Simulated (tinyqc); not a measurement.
Luttinger-Kohn k.p, four valence bands, step by step. Computed by tinyqc, a small Python program that keeps every step. Settings: g1 = 5.95, g2 = 1.74, g3 = 2.45. Command: `OMP_NUM_THREADS=1 python tinyqc.py 26097 26098 out.jsonl` (the two numbers bound the seeds that draw the settings). One thread of a shared host (Intel(R) Xeon(R) Processor @ 2.60GHz), about 0.01 s of CPU time with the checks.

## Bloch Hamiltonian at k

Luttinger parameters chosen for this model; energies are counted downward from the top of the valence band:
```
parameter     value  unit
g1         5.950000
g2         1.740000
g3         2.450000
```

k point k (1/angstrom): 0.042000  -0.045000  -0.013000

P = c g1 k^2, Q = c g2 (kx^2 + ky^2 - 2 kz^2), R = c sqrt3 [-g2 (kx^2 - ky^2) + 2i g3 kx ky], S = 2 c sqrt3 g3 (kx - i ky) kz, c = hbar^2/2m = 3.809982 eV angstrom^2; rows [P+Q, -S, R, 0], [-S*, P-Q, 0, R], [R*, 0, P-Q, S], [0, R*, S*, P+Q]. The path ends lie at |k| = 0.06 1/angstrom.

H(k) at k (eV), lower triangle (Hermitian):
```
                     3/2                 1/2                 -1/2      -3/2
3/2             0.112603
1/2   0.017655-0.018916i            0.066848
-1/2  0.002997+0.061114i            0.000000             0.066848
-3/2            0.000000  0.002997+0.061114i  -0.017655+0.018916i  0.112603
```

## Levels at k

Diagonalise the Hermitian matrix.

eigenvalues (eV): 0.019463  0.019463  0.159988  0.159988

## Bands along a path

The same steps at evenly spaced points between the labelled ones.

Bands along the path (eV):
```
k               band 1    band 2    band 3    band 4
[111]         0.014402  0.014402  0.148818  0.148818
[111]-G 0.25  0.008101  0.008101  0.083710  0.083710
[111]-G 0.50  0.003600  0.003600  0.037204  0.037204
[111]-G 0.75  0.000900  0.000900  0.009301  0.009301
G             0.000000  0.000000  0.000000  0.000000
G-[100] 0.25  0.002117  0.002117  0.008084  0.008084
G-[100] 0.50  0.008470  0.008470  0.032335  0.032335
G-[100] 0.75  0.019057  0.019057  0.072754  0.072754
[100]         0.033878  0.033878  0.129341  0.129341
```

## Hole masses

E = c [g1 k^2 -/+ 2 sqrt(g2^2 k^4 + 3 (g3^2 - g2^2)(kx^2 ky^2 + ky^2 kz^2 + kz^2 kx^2))] with c = hbar^2/2m, and m* = hbar^2 k^2 / (2 E).

Masses (electron masses):
```
direction     heavy     light
[100]      0.404858  0.106045
[110]      0.733355  0.094909
[111]      0.952381  0.092166
```
